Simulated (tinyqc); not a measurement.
Short-channel transistor, virtual-source model with series resistance: two steps of the calculation.

The current per gate width is the charge at the top of the source barrier (the virtual source) times its velocity times a saturation function; al and be are fitting constants of the model. Units: I in uA/um, Rs in ohm um, so I Rs = 1e-6 I Rs in volts; Q in uC/cm^2, so I = 1e-4 Q vx0 Fsat with vx0 in cm/s.

Inputs (values chosen for the exercise): temperature T = 300 K; inversion capacitance Cinv = 3.58 uF/cm^2; velocity at the virtual source vx0 = 1.39e7 cm/s; apparent mobility mu = 160 cm^2/(V s); channel length L = 90 nm; threshold at zero drain voltage VT0 = 0.33 V; drain-induced barrier lowering dl = 0.049 V/V; subthreshold factor n0 = 1.33; growth of n with drain voltage nd = 0.1 1/V; threshold shift (in units of Vt) from weak to strong inversion al = 3.5; sharpness of saturation be = 1.6; series resistance of each contact Rs = 120 ohm um; gate voltage Vgs = 1.2 V; drain voltage Vds = 1.2 V.

Constants: q = 1.602176634e-19 C, kB = 1.380649e-23 J/K, Vt = kB T/q. Results are converted to the units shown.

Task 1. Current through the series resistance. Intrinsic voltages Vg' = Vgs - I Rs, Vd' = Vds - 2 I Rs. n = n0 + nd Vd', VT = VT0 - dl Vd', Ff = 1/(1 + exp((Vg' - VT + al Vt/2)/(al Vt))), Q = Cinv n Vt ln(1 + exp((Vg' - VT + al Vt Ff)/(n Vt))), Vdsat = (vx0 L/mu)(1 - Ff) + Vt Ff, Fsat = u/(1 + u^be)^(1/be) with u = Vd'/Vdsat, and I(out) = Q vx0 Fsat per width. (Fsat takes the sign of u.) I(new) = I + 0.3 (I(out) - I).

I after iteration 1 = 1074.4504 uA/um

Find: Vg'; Vd'; VT; Ff; Q; Vdsat; Fsat; I(out); I after iteration 2.

Result 1.

Vg' = 1.071 V
Vd' = 0.9421 V
VT = 0.2838 V
Ff = 1.010e-4
Q = 2.818 uC/cm^2
Vdsat = 0.7818 V
Fsat = 0.7069
I(out) = 2769 uA/um
I after iteration 2 = 1583 uA/um

Task 2. What the series resistance costs. n = n0 + nd Vd', VT = VT0 - dl Vd', Ff = 1/(1 + exp((Vg' - VT + al Vt/2)/(al Vt))), Q = Cinv n Vt ln(1 + exp((Vg' - VT + al Vt Ff)/(n Vt))), Vdsat = (vx0 L/mu)(1 - Ff) + Vt Ff, Fsat = u/(1 + u^be)^(1/be) with u = Vd'/Vdsat, and I = Q vx0 Fsat per width. I0 is the current for Rs = 0. Effective velocity I/Q; transit time L Q/I.

converged I = 2032.5423 uA/um
I0 = 3581.5013 uA/um

Wanted: loss against I0; effective velocity; transit time.

Result 2.

loss against I0 = 43.249 %
effective velocity = 8.5889e6 cm/s
transit time = 1.0479 ps

Numbers from tinyqc (`OMP_NUM_THREADS=1 python tinyqc.py 2380041 2380042 out.jsonl`; about 0.01 s on one thread of a shared Intel Xeon 2.30GHz).
